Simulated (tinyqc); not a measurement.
Worked calculation: k.p values derived from sp3s* tight binding at Gamma. Values are carried at full precision from step to step, so a last printed digit may differ when a step is redone from the rounded ones.

At Gamma the states are two-level mixtures: s-like S+ (upper) and S- (lower) from [[Esa, Vss], [Vss, Esc]], p-like P- (valence) and P+ from [[Epa, Vxx], [Vxx, Epc]], and the bare s* levels. With real k in 1/angstrom and kz = 0, the phase sums over the four bonds are g0 = 1 - (a k/4)^2/2, g1 = i a kx/4, g3 = -(a/4)^2 kx ky to second order. Each mixture is written (anion, cation) with the anion part positive. c = hbar^2/2m0. No spin-orbit coupling.

Constants: hbar^2/2m0 = 3.80998211 eV angstrom^2.

Parameters, chosen for this exercise (near a published set for SiC, fitted to gaps, whose masses and valley positions are rough; the results hold for these values, not for the real material): Esa = -8.398 eV (s level of the anion); Esc = -4.877 eV (s level of the cation); Epa = 2.124 eV (p level of the anion); Epc = 4.343 eV (p level of the cation); Vss = -12.451 eV (s-s); Vxx = 3.043 eV (px-px); a = 4.359 angstrom (lattice constant); Vsapc = 9.424 eV (s anion, p cation); Vscpa = 9.113 eV (s cation, p anion); Vxapc = 8.757 eV (s* anion, p cation); Vpaxc = 4.378 eV (p anion, s* cation); Exa = 9.572 eV (s* level of the anion); Exc = 9.228 eV (s* level of the cation); Vxy = 5.9 eV (px-py).

## States at Gamma

Solve the two blocks.

States:

| state | E (eV) | anion part | cation part |
|---|---|---|---|
| S- | -19.2123 | 0.75498 | 0.65574 |
| P- | -0.0055 | 0.81931 | -0.57335 |
| S+ | 5.9373 | 0.65574 | -0.75498 |
| P+ | 6.4725 | 0.57335 | 0.81931 |

## Linear terms and the Kane energy

<s state|dH/dkx|x state> = i P with P = (a/4)(sa pc Vsapc + sc pa Vscpa), sa, sc and pa, pc being the parts of the two states; for s* on the anion P = (a/4) pc Vxapc, on the cation (a/4) pa Vpaxc. Ep = P^2/c for S+ to P-.

Couplings:

| pair | P (eV angstrom) | E(first) - E(second) (eV) |
|---|---|---|
| S+ to P- | -10.0041 | 5.9428 |
| S+ to P+ | 1.2188 | -0.5351 |
| S- to P- | 0.8900 | -19.2069 |
| s*a to P- | -5.4714 | 9.5775 |
| s*c to P- | 3.9089 | 9.2335 |

Ep = 26.268 eV

The two terms of S+ to P- have the same sign and add: S+ and P- both change sign from anion to cation. An on-site momentum element between s and p, which real atoms have, is absent from this model.

## Electron mass

m0/m = [<S+|d2H/dkx^2|S+>/2 + sum P^2/(E(S+) - E(P))]/c over P- and P+, with the direct term -(a/4)^2 sa sc Vss.

parts of m0/m: direct -1.921, from P- 4.420, from P+ -0.729

mass = 0.5649 m0

The valence band supplies 250 % of m0/m; the direct term, which stands in for the free-electron 1, is -1.92. S+ is not the lowest valley of SiC; this is the mass of the Gamma level.

## Valence parameters L, M, N and the Luttinger values

Direct terms d0 = -(a/4)^2 pa pc Vxx, dN = -2 (a/4)^2 pa pc Vxy for P-. F = sum P^2/(E(P-) - E(s)) over S+, S-, s*a, s*c. The y state of P- couples to the z state of P+ through Q = (a/4) Vxy (pa p'c - pc p'a), primes for P+, and H1 = Q^2/(E(P-) - E(P+)). L = d0 + F, M = d0 + H1, N = dN + F + H1; g1 = -(L + 2M)/(3c), g2 = -(L - M)/(6c), g3 = -N/(6c).

d0, dN, F, Q, H1 (eV angstrom^2; Q in eV angstrom): 1.6975  6.5827  -21.5800  6.4295  -6.3815

L, M, N (eV angstrom^2): -19.882  -4.684  -21.379

g1, g2, g3: 2.559  0.665  0.935

Along [100] the masses without spin-orbit coupling are c/|L| = 0.192 (one band) and c/|M| = 0.813 (two bands).

## Checks

- Electron mass against a finite difference of the full bands: both 0.5649.
- L and M against finite differences along [100]: largest relative difference 2.5e-06.
- Lowest curvature along [111], (L + 2M + 2N)/3, against a finite difference: both -24.003.

(tinyqc, `OMP_NUM_THREADS=1 python tinyqc.py 1480761 1480762 out.jsonl`, Intel(R) Xeon(R) Processor @ 2.30GHz, 1 thread, shared host, about 0.01 s.)
